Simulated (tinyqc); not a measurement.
## Peak shift with the field

The DLTS signal is S = C(t2) - C(t1), the change of the capacitance transient between two sampling times. Emission rate en = sn vth(T) Nc(T) exp(-Et/kB T) = sn g T^2 exp(-Et/kB T), g = vth Nc/(300 K)^2, as vth goes as T^0.5 and Nc as T^1.5 (degeneracy factor 1). For an exponential transient S peaks where en = ew = ln(t2/t1)/(t2 - t1). A Coulomb centre of charge +q (when empty) in the field F lowers its barrier by dE = sqrt(q F/(pi eps0 eps_r)) along the field. One-dimensional rate: en exp(b), b = dE/kB T; three-dimensional (Hartke): en {[1 + (b - 1) exp(b)]/b^2 + 1/2}. The peak temperatures solve rate = ew.

Parameters, values chosen for the exercise; material values close to those of indium phosphide: relative permittivity eps_r = 12.6; conduction-band density of states at 300 K Nc = 5.74e17 cm^-3; thermal velocity at 300 K vth = 4e7 cm/s; depth of the trap below the conduction edge Et = 0.22 eV; capture cross-section sn = 6.2e-14 cm^2; first sampling time t1 = 10 ms; second sampling time t2 = 50 ms.

Constants: q = 1.602176634e-19 C, kB = 1.380649e-23 J/K, eps0 = 8.8541878128e-14 F/cm where lengths are in cm. Results are converted to the units shown.

Peak shift with the field:
```
F (kV/cm)  dE (meV)  T peak, one-dimensional (K)  T peak, three-dimensional (K)
1.9          9.3196                       109.74                         112.40
4.4          14.182                       107.42                         111.21
10           21.381                       103.96                         109.13
23           32.425                       98.650                         105.30
54           49.684                       90.297                         98.273
120          74.065                       78.385                         87.190
280          113.14                       58.954                         67.775
```

Read the table: what changes, and by how much?

dE grows as the square root of F, from 9.32 to 113 meV. The peak, at 114.2 K without field, moves down by 55.2 K (one-dimensional) or 46.4 K (three-dimensional) in the last row. A centre that is neutral when empty has no such long-range lowering, so the shift tells the charge state.

tinyqc, about 0.01 s, one thread, Intel Xeon 2.30GHz (shared host): `OMP_NUM_THREADS=1 python tinyqc.py 2050127 2050128 out.jsonl`
